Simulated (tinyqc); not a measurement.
# Resonant-tunnelling diode, transfer matrices and Tsu-Esaki current: effects of single changes

Emitter (band edge 0), barrier d1, well Lw, barrier d2, collector (edge -V). The bias drops linearly over these layers and none in the contacts; each layer is cut into ns equal slices, flat at the value of their centres. E is the energy of motion across the layers, C = hbar^2/(2 m0), psi and psi'/m are continuous. Transport is coherent, T(E) is taken as independent of the transverse momentum, and charge in the well is ignored.

Inputs (values chosen for the exercise); masses and offsets of a made-up heterostructure: temperature T = 300 K; mass in the well, spacer and contacts mw = 0.25 m0; barrier height U1 = 1 eV; barrier mass m1 = 0.5 m0; emitter barrier d1 = 0.8 nm; well width Lw = 1.4 nm; collector barrier d2 = 0.8 nm; slices in each layer ns = 3; Fermi energy of both contacts above their band edges Ef = 0.08 eV.

Constants: q = 1.602176634e-19 C, kB = 1.380649e-23 J/K, hbar = 1.054571817e-34 J s, m0 = 9.1093837015e-31 kg, Vt = kB T/q, hbar^2/(2 m0) = 0.0380998212 eV nm^2. Results are converted to the units shown.

Each table varies one quantity; the others keep the values above.

## Current against voltage

For the pair (psi, psi'/m) a flat layer has M = [[cos kd, (m/k) sin kd], [-(k/m) sin kd, cos kd]] with k = sqrt(m (E - U)/C) above its edge U, and M = [[cosh Kd, (m/K) sinh Kd], [(K/m) sinh Kd, cosh Kd]] with K = sqrt(m (U - E)/C) below it. Later slices stand to the left. With M acting on (psi, psi'/m) and v = k/m in each lead, T(E) = 4 vL vR/[(vL vR M12 - M21)^2 + (vR M11 + vL M22)^2]. J = J0 times the integral over E > 0 of T(E) N(E), N = ln[(1 + exp((Ef - E)/Vt))/(1 + exp((Ef - V - E)/Vt))], J0 = q^2 mw m0 kB T/(2 pi^2 hbar^3) (times 1e-4 for A/cm^2 per eV). The integral is converged to the digits shown.

Result of one run:
```
V (V)  J (kA/cm^2)
0.538        14.35
```

What becomes of these results when the bias of the collector V is changed from 0.538 to 0.398 V, all else the same?

Result of the changed run:
```
V (V)  J (kA/cm^2)
0.398        538.1
```

The whole series:
```
V (V)  J (kA/cm^2)
0.049        2.582
0.119        10.88
0.189        38.34
0.259        122.8
0.328        311.9
0.398        538.1
0.468        372.5
0.538        14.35
0.608        7.906
0.678        6.175
0.747        5.641
0.817        5.660
```

Among the rows the current peaks at 538 kA/cm^2 at V = 0.398 V and falls to 5.64 kA/cm^2 at 0.747 V, a ratio of 95.4. At zero bias the resonance lies at 0.246 eV and the centre of the well takes the share 0.500 of the bias, so the level should reach the emitter band edge near V = 0.492 V; beyond that only the tail of the broadened level (width 4.01 meV at zero bias) and off-resonant tunnelling carry current. Without scattering and space charge the valley comes out far lower than in a real diode. In 6 of the 12 rows the bias alone exceeds 0.4 V, so electrons enter the collector far above its band edge, where real bands are no longer parabolic.

## Resonance against bias

The resonance is the first maximum of T(E) for E > 0, G its full width at half maximum. For a sharp resonance J = J0 (pi G/2) Tp N(Er), with Er the peak energy, Tp the peak transmission and G the full width at half maximum (in eV).

Resonance against bias:
```
V (V)  Er (eV)      Tp  G (meV)  J (kA/cm^2)  one-resonance J (kA/cm^2)
0.049   0.2216  0.9917    4.017        2.582                      2.315
0.111   0.1904  0.9576    4.044        9.375                      8.712
0.172   0.1594  0.8994    4.090        28.42                      27.31
0.234   0.1278  0.8164    4.155        82.37                      81.48
0.295  0.09646  0.7122    4.234        207.4                      210.4
0.357  0.06442  0.5813    4.321        414.8                      428.9
0.419  0.03219  0.4123    4.397        566.7                      594.3
```

Read the table: what changes, and by how much?

Er falls from 0.222 to 0.0322 eV, by 0.512 eV a volt, against the share 0.500 of the bias at the centre of the well. Tp falls from 0.992 to 0.412: the bias makes equal barriers unequal. The one-resonance current is 10 % below the full integral in the first row and 4.9 % above it in the last. In 1 of the 7 rows the bias alone exceeds 0.4 V, so electrons enter the collector far above its band edge, where real bands are no longer parabolic.

Program tinyqc, `OMP_NUM_THREADS=1 python tinyqc.py 2600066 2600067 out.jsonl`; Intel Xeon 2.30GHz, shared host, one thread, about 0.2 s.
